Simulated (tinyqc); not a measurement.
Worked calculation: stepped quantum well by finite differences. Values are carried at full precision from step to step, so a last printed digit may differ when a step is redone from the rounded ones.

Finite differences on points z_i at the centres of cells of width h: H_ii = (c/h^2)(1/m_(i-1/2) + 1/m_(i+1/2)) + V_i, H_(i,i+1) = -(c/h^2)/m_(i+1/2), where m_(i+1/2) is the mean of the masses at the two points (the end values are repeated outwards), psi = 0 on the points beyond both ends, c = hbar^2/2m0. The field adds e F (z - z0) with z0 the middle of the structure; 1 kV/cm = 1e-5 eV/angstrom.

Constants: hbar^2/2m0 = 3.80998211 eV angstrom^2.

Values chosen for the exercise (near those of an InGaAs well in InAlAs; not measured data):

| symbol | value | unit | meaning |
|---|---|---|---|
| layers | ((88, 0.543, 0.0787), (44, 0, 0.0411), (66, 0.195, 0.0546), (88, 0.543, 0.0787)) |  | each layer: thickness in angstrom, band edge in eV, mass in m0 |
| F | 0 | kV/cm | field along z |
| h | 22 | angstrom | cell width of the coarse grid |
| hf | 1.375 | angstrom | cell width of the fine grid |

## The coarse grid

List the points, the potential with the field, and the masses.

Grid:

| i | z (angstrom) | V (eV) | m (m0) |
|---|---|---|---|
| 1 | 11.0 | 0.5430 | 0.0787 |
| 2 | 33.0 | 0.5430 | 0.0787 |
| 3 | 55.0 | 0.5430 | 0.0787 |
| 4 | 77.0 | 0.5430 | 0.0787 |
| 5 | 99.0 | 0.0000 | 0.0411 |
| 6 | 121.0 | 0.0000 | 0.0411 |
| 7 | 143.0 | 0.1950 | 0.0546 |
| 8 | 165.0 | 0.1950 | 0.0546 |
| 9 | 187.0 | 0.1950 | 0.0546 |
| 10 | 209.0 | 0.5430 | 0.0787 |
| 11 | 231.0 | 0.5430 | 0.0787 |
| 12 | 253.0 | 0.5430 | 0.0787 |
| 13 | 275.0 | 0.5430 | 0.0787 |

## The tridiagonal Hamiltonian

Form the diagonal and the neighbouring elements; V in the grid already includes the field.

diagonal H_ii (eV): 0.7430  0.7430  0.7430  0.7744  0.3229  0.3560  0.5037  0.4833  0.4573  0.7611  0.7430  0.7430  0.7430

H_(i,i+1) (eV): -0.1000  -0.1000  -0.1000  -0.1314  -0.1915  -0.1645  -0.1442  -0.1442  -0.1181  -0.1000  -0.1000  -0.1000

## Lowest levels on the coarse grid

Diagonalise the symmetric tridiagonal matrix; give the three lowest levels and the weights u_i^2 (sum 1) of the two lowest.

levels (eV): 0.0954  0.2689  0.4021

weights on the points:
```
             1      2      3      4      5      6      7      8      9     10     11     12
level 1  0.000  0.000  0.000  0.016  0.407  0.450  0.103  0.020  0.004  0.000  0.000  0.000
level 2  0.000  0.000  0.000  0.008  0.108  0.001  0.134  0.399  0.329  0.021  0.001  0.000

            13
level 1  0.000
level 2  0.000
```

## Halving the cell width

The same with h, h/2, ..., h/32. The end points move with h, since psi vanishes half a cell beyond the structure. Richardson value (4 E(h/32) - E(h/16))/3.

Convergence:

| cell (angstrom) | points | E1 (eV) | E2 (eV) | E1 - finest (meV) |
|---|---|---|---|---|
| 22.0000 | 13 | 0.09544 | 0.26889 | -21.552 |
| 11.0000 | 26 | 0.11051 | 0.28100 | -6.482 |
| 5.5000 | 52 | 0.11529 | 0.28476 | -1.695 |
| 2.7500 | 104 | 0.11658 | 0.28576 | -0.410 |
| 1.3750 | 208 | 0.11691 | 0.28601 | -0.082 |
| 0.6875 | 416 | 0.11699 | 0.28607 | 0.000 |

Richardson values of E1, E2 (eV): 0.11701  0.28609

The coarse grid is 21.6 meV too low in E1. The last differences between rows shrink by a factor 4.0 (4 for a pure h^2 error, 2 for one linear in h).

## Positions and dipoles on the fine grid

With h sum psi^2 = 1: <z - z0> of three levels, |z_12| and |z_13|, the mass m1 from 1/m1 = <1|1/m|1>, and f_1j = (m1/c)(E_j - E_1) z_1j^2.

levels (eV): 0.1169  0.2860  0.4600

<z - z0> (angstrom): -25.5  18.6  2.2

|z_12|, |z_13| (angstrom): 16.06  9.56

m1 = 0.0442 m0

f_12, f_13: 0.505  0.363

Parity is broken, so the 1-3 transition is allowed, with 0.72 times the strength of 1-2. E2 - E1 = 169.1 meV, a wavelength of 7.3 micrometre (hc = 1239.841984 eV nm).

## Checks

- E1 at zero field on the grid h/32 against transfer matrices between the same hard ends, eV: both 0.1170.

Run: tinyqc, `OMP_NUM_THREADS=1 python tinyqc.py 1282494 1282495 out.jsonl`; Intel(R) Xeon(R) Processor @ 2.30GHz, one thread, shared host; about 0.04 s of CPU time with all checks.
